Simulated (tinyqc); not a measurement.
What each parameter does: thin-body film or fin with hard walls, valleys of the Ge type.

Four ellipsoidal valleys (eight halves) with their long axes along <111>, mass ml along the axis and mt across it. For a valley whose axis makes the angle theta with the surface normal, 1/m_z = cos^2(theta)/ml + sin^2(theta)/mt sets the confinement; in the plane the masses are m_1 = mt and m_2 = ml mt/m_z, and m_d = sqrt(m_1 m_2). The Gamma and Delta valleys are left out; the heavy Delta valleys, about 0.18 eV up, can lie lowest under strong confinement.

A film of thickness t between hard walls, flat band inside: E_n = c (n pi/t)^2/m_z above the bulk edge, c = hbar^2/2m0. Without degeneracy the sheet density is N2 exp((EF - Ec)/kB T) with N2 = sum_i g m_d/(2 pi c) kB T exp(-E_i/kB T) over n = 1 to 40 of each group; a classical film has t Nc with Nc = 2 g_all (m_dos kB T/(4 pi c))^(3/2), m_dos = (ml mt^2)^(1/3). The threshold shift is dVt = kB T ln(t Nc/N2).

Constants: hbar^2/2m0 = 3.80998211 eV angstrom^2; kB = 8.617333262e-05 eV/K.

Inputs chosen for the exercise (near those of Ge; the results hold for these values, not for the real material): ml = 1.577 m0 (longitudinal mass); mt = 0.081 m0 (transverse mass); face = 111 (face of the film or side wall of the fin); T = 77 K (temperature); t = 98 angstrom (body thickness); g_all = 4 (number of valleys).

E1 is the lowest level, and the share is that of its group in N2.

One parameter was then changed.

Results before and after:
```
case     E1 (eV)  share (%)  dVt (mV)  Nc (1e19/cm^3)
base      0.0025       98.1      11.9           0.133
changed   0.0023       98.1      11.7           0.139
```

Which of these changes was made? (a) t = 94 angstrom; (b) mt = 0.089 m0; (c) T = 47 K; (d) ml = 1.735 m0.
Answer: (d) ml = 1.735 m0. Of the candidates, run in turn, only this one gives the changed row.

All candidates:
```
case             E1 (eV)  share (%)  dVt (mV)  Nc (1e19/cm^3)
base              0.0025       98.1      11.9           0.133
t = 94 angstrom   0.0027       98.8      12.1           0.133
T = 47 K          0.0025      100.0       8.0           0.063
ml = 1.735 m0     0.0023       98.1      11.7           0.139
mt = 0.089 m0     0.0025       96.8      11.8           0.146
```

(tinyqc, `OMP_NUM_THREADS=1 python tinyqc.py 1280105 1280106 out.jsonl`, Intel(R) Xeon(R) Processor @ 2.30GHz, 1 thread, shared host, about 0.01 s.)
